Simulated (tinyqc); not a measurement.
Mobility, diffusion coefficient and lifetime from two collectors.

Problem. For an injected sheet in a field F the peak time tp at distance L obeys u^2 tp^2 + 2 D tp = L^2 with u^2 = v^2 + 4 D/tau, and the pulse area goes as exp(L (v - u)/(2 D)); v = mu F. Find u, D, mu and tau without using the Einstein relation.

Parameters, values chosen for the exercise:

| symbol | value | unit | meaning |
|---|---|---|---|
| F | 36 | V/cm | sweep field along the drift |

distances (um): [220, 510]
peak times (us): [0.147782470, 0.347727732]
ratio of the areas, far over near = 0.396127010

Solution. The two peak times give two linear equations for u^2 and D; the area ratio gives v - u, and u^2 - v^2 = 4 D/tau gives tau.

u = 1.450e5 cm/s
D = 83.59 cm^2/s
mu = 3880 cm^2/(V s)
tau = 2.200e-7 s

Numbers from tinyqc (`OMP_NUM_THREADS=1 python tinyqc.py 2310031 2310032 out.jsonl`; about 0.01 s on one thread of a shared Intel Xeon 2.30GHz).
